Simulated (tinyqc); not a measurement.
Keating valence-force model of a tetrahedral crystal: one step, computed by the program tinyqc.

Atom A sits at 0 and atom B at a/4 (1,1,1) of an fcc lattice; the four bonds from A are t = a/4 (1,1,1), a/4 (1,-1,-1), a/4 (-1,1,-1), a/4 (-1,-1,1), of length d = sqrt(3) a/4. Energy: E = (3 alpha/(8 d^2)) sum over bonds (r.r - d^2)^2 + (3 beta/(8 d^2)) sum over pairs of bonds at one atom (r_i.r_j + d^2/3)^2; both atoms have the mass M. The cell holds two atoms, Omega = a^3/4. 1 N/m = 1 J/m^2.

Problem. Optical mode at the zone centre. mu = M/2; lambda = 4 (alpha + beta)/mu with the springs in eV/angstrom^2; nu = 15.6333042 THz x sqrt(lambda).

Inputs (values chosen for the exercise, for a model crystal): atomic mass M = 77.2 u; bond stretching alpha = 67.2 N/m; bond bending beta = 7.38 N/m.

Structure: diamond.

Constants: nu for 1 eV/(angstrom^2 u) = 15.6333042 THz; 1 eV/angstrom^2 = 16.02176634 J/m^2; 1 THz = 33.35640952 1/cm.

Give: reduced mass mu; Raman frequency; the same as a wavenumber.

Solution.

reduced mass mu = 38.6 u

Raman frequency = 10.86 THz

the same as a wavenumber = 362.2 1/cm
